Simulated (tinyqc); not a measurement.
Defect equilibria of an oxide against oxygen pressure (mass action): one step, computed by the program tinyqc. Command: `OMP_NUM_THREADS=1 python tinyqc.py 3005648 3005649 out.jsonl brouwer walk`. One thread of a shared host (Intel(R) Xeon(R) Processor @ 2.30GHz), about 0.01 s of CPU time with the checks.

Defects: oxygen vacancies V (charge +2), electrons n, holes p, the ionic partner X = V_M'' (charge -2), and the dopant. Activities are taken equal to concentrations.

Task: Equilibrium constants. K_r = K_r0 exp(-H_r/k_B T) = [V] n^2 P^(1/2); K_i = N_c N_v exp(-E_g/k_B T) = n p; K_s = K_s0 exp(-H_s/k_B T) = [X] [V].

Inputs (values chosen for the exercise, for a model oxide):
```
quantity                  value             unit
reduction enthalpy H_r     3.91               eV
prefactor K_r0            2e+69  cm^-9 atm^(1/2)
gap E_g                    3.43               eV
prefactor N_c N_v       3.3e+42            cm^-6
disorder enthalpy H_s      2.38               eV
prefactor K_s0          6.2e+44            cm^-6
temperature T               900                K
```

Ionic disorder: Schottky, oxide MO. Dopant (singly charged, fully ionised): acceptor.

Constants: k_B = 8.617333262e-05 eV/K.

Give: K_r; K_i; K_s.

Result:

K_r = 2.5468e+47 cm^-9 atm^(1/2)

K_i = 2.0481e+23 cm^-6

K_s = 2.9173e+31 cm^-6
